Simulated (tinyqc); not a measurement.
Where the moved charge sits: band offset of a heterojunction with an interface dipole (two-band chains, self-consistent charge).

Sites alternate A, C. Left: A at -G1/2, C at +G1/2, hopping -t1; right: A at D - G2/2, C at D + G2/2, hopping -t2; the bonds across the two interfaces of a ring (C left to A right, C right to A left) have -sqrt(t1 t2). D is the offset of the mid-gaps, so Ev(right) - Ev(left) = D - (G2 - G1)/2 and Ec(right) - Ec(left) = D + (G2 - G1)/2. The closing bond has its sign reversed (antiperiodic ring). Half the levels are filled with two electrons each. The charge moved is q = (electrons on the left) less one a site; the mean over the two interfaces, q/2, is taken as the charge that crosses each, and its dipole opposes the offset: D = D0 - u q/2.

From here on the ring has 24 cells a side.

Inputs chosen for the exercise (gaps near those of Si and HfO2; the chains and D0 are free models, so the offsets are not those of the real pair; the results hold for these values, not for the real material):

| symbol | value | unit | meaning |
|---|---|---|---|
| G1 | 1.14 | eV | gap on the left |
| G2 | 6.03 | eV | gap on the right |
| t1 | 2.5 | eV | hopping on the left |
| t2 | 2.15 | eV | hopping on the right |

D = 0.67469 eV

Electrons in cell k from an interface at the self-consistent D, less those at D = 0. Interface 1 joins C left to A right, interface 2 C right to A left. The decay lengths 1/(2 kappa a) are those of mid-gap states, cosh(kappa a) = 1 + G^2/(8 t^2).

Change of the electron count:

| k | left of 1 | right of 1 | left of 2 | right of 2 |
|---|---|---|---|---|
| 1 | 0.02757 | -0.04798 | 0.02055 | -0.03654 |
| 2 | 0.01090 | -0.00310 | 0.00832 | -0.00225 |
| 3 | 0.00558 | -0.00022 | 0.00434 | -0.00015 |
| 4 | 0.00306 | -0.00002 | 0.00240 | -0.00001 |
| 5 | 0.00174 | 0.00000 | 0.00137 | 0.00000 |
| 6 | 0.00101 | 0.00000 | 0.00080 | 0.00000 |

decay lengths (cells): left 2.198, right 0.382

What does the comparison show, and why?

Over six cells interface 1 moves +0.0498 electrons to the left side and -0.0513 to the right, interface 2 +0.0378 and -0.0390: each change is a dipole, and the two differ because the bonds join different sites. The first cells hold 75 % of it at interface 1. The tail is longer on the left, where the gap is smaller against the hopping: from k = 2 to 4 it falls by a factor 3.56, and pure mid-gap decay would give 2.48; the exponential carries a prefactor that falls as a power of the distance, so the first cells drop faster.

Program tinyqc; command `OMP_NUM_THREADS=1 python tinyqc.py 1450526 1450527 out.jsonl`; about 0.4 s on one thread of a shared Intel(R) Xeon(R) Processor @ 2.30GHz.
